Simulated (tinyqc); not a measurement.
Empirical pseudopotential in a few plane waves, step by step. Computed by tinyqc, a small Python program that keeps every step. Settings: plane-wave index or count = 15. Command: `OMP_NUM_THREADS=1 python tinyqc.py 20005 20006 out.jsonl` (the two numbers bound the seeds that draw the settings). One thread of a shared host (Intel(R) Xeon(R) Processor @ 2.60GHz), about 0.3 s of CPU time with the checks.

## Bloch Hamiltonian at G

Parameters chosen for this model: fcc lattice, atoms at +/- a/8 (1,1,1); form factors in rydberg at |G|^2 in units of (2 pi/a)^2:
```
parameter                 value      unit
a                      5.770000  angstrom
VS(3)                 -0.209000        Ry
VS(8)                  0.005000        Ry
VS(11)                 0.079000        Ry
VA(3)                         0        Ry
VA(4)                         0        Ry
VA(11)                        0        Ry
hbar^2/2m (2 pi/a)^2   4.517842        eV
```

k point G (2 pi / a): 0  0  0

Basis: the 15 shortest G (labels in 2 pi/a), the same at every k. H(G,G') = c |k + G|^2 delta + VS(|G-G'|^2) cos((G-G').tau) + i VA sin((G-G').tau), tau = a/8 (1,1,1); 1 Ry = 13.605693 eV.

H(k) at G (eV), lower triangle:
```
          +0+0+0    -1-1-1    -1-1+1    -1+1-1    -1+1+1    +1-1-1    +1-1+1    +1+1-1
+0+0+0   0.00000
-1-1-1   2.01072  13.55353
-1-1+1  -2.01072   0.00000  13.55353
-1+1-1  -2.01072   0.00000   0.06803  13.55353
-1+1+1  -2.01072  -0.06803   0.00000   0.00000  13.55353
+1-1-1  -2.01072   0.00000   0.06803   0.06803   0.00000  13.55353
+1-1+1  -2.01072  -0.06803   0.00000   0.00000   0.06803   0.00000  13.55353
+1+1-1  -2.01072  -0.06803   0.00000   0.00000   0.06803   0.00000   0.06803  13.55353
+1+1+1   2.01072   0.00000  -0.06803  -0.06803   0.00000  -0.06803   0.00000   0.00000
-2+0+0   0.00000  -2.01072  -2.01072  -2.01072   2.01072   0.76003  -0.76003  -0.76003
+0-2+0   0.00000  -2.01072  -2.01072   0.76003  -0.76003  -2.01072   2.01072  -0.76003
+0+0-2   0.00000  -2.01072   0.76003  -2.01072  -0.76003  -2.01072  -0.76003   2.01072
+0+0+2   0.00000  -0.76003   2.01072  -0.76003  -2.01072  -0.76003  -2.01072   0.76003
+0+2+0   0.00000  -0.76003  -0.76003   2.01072  -2.01072  -0.76003   0.76003  -2.01072
+2+0+0   0.00000  -0.76003  -0.76003  -0.76003   0.76003   2.01072  -2.01072  -2.01072

          +1+1+1    -2+0+0    +0-2+0    +0+0-2    +0+0+2    +0+2+0    +2+0+0
+1+1+1  13.55353
-2+0+0  -0.76003  18.07137
+0-2+0  -0.76003   0.06803  18.07137
+0+0-2  -0.76003   0.06803   0.06803  18.07137
+0+0+2  -2.01072  -0.06803  -0.06803   0.00000  18.07137
+0+2+0  -2.01072  -0.06803   0.00000  -0.06803   0.06803  18.07137
+2+0+0  -2.01072   0.00000  -0.06803  -0.06803   0.06803   0.06803  18.07137
```

## Levels at G

Diagonalise the Hermitian matrix.

eigenvalues (eV): -2.04655  9.78128  9.78128  9.78128  11.14869  13.48550  13.48550  13.48550  15.80416  17.93531  17.93531  20.95240  21.77559  21.77559  21.77559

## Bands along a path

The same steps at evenly spaced points between the labelled ones.

Bands along the path (eV), lowest eight:
```
k           band 1   band 2   band 3   band 4    band 5    band 6    band 7    band 8
L          0.18345  3.10445  9.00688  9.00688  10.96798  14.48891  14.48891  16.57254
L-G 0.25  -0.52425  4.09497  9.01791  9.01791  11.08744  14.40622  14.40622  16.82059
L-G 0.50  -1.33114  5.89919  9.24947  9.24947  11.50925  14.33246  14.33246  15.74131
L-G 0.75  -1.86403  8.04982  9.59256  9.59256  11.97700  13.75189  13.83119  13.83119
G         -2.04655  9.78128  9.78128  9.78128  11.14869  13.48550  13.48550  13.48550
G-X 0.25  -1.80238  7.99330  9.25940  9.25940  12.53627  12.88204  14.37976  14.37976
G-X 0.50  -1.07641  5.82369  8.44878  8.44878  11.48627  13.09388  16.28669  16.28669
G-X 0.75   0.11005  3.81007  7.93188  7.93188  10.99593  11.72968  18.60105  18.60105
X          1.71654  2.03037  7.86491  7.86491  10.90395  11.17569  21.20955  21.20955
```

With 4 band(s) filled, the highest filled level on these points lies at G and the lowest empty one at X: a gap of 1.1227 eV, indirect. This holds for the small fixed basis; with all plane waves up to |k + G|^2 = 21 (2 pi/a)^2 the gap along the path is 1.21 eV.

## Convergence with the number of plane waves

Levels at G counted from the fourth one.

Levels (eV):
```
plane waves    level 1  level 5  level 8
9            -15.53205        0  0.27211
15           -11.82783  1.36741  3.70422
27           -11.17609  2.02004  3.66815
51           -11.20414  2.23499  3.87690
59           -11.25077  2.24797  3.71954
65           -11.26981  2.24797  3.68097
89           -11.24023  2.23940  3.70655
```
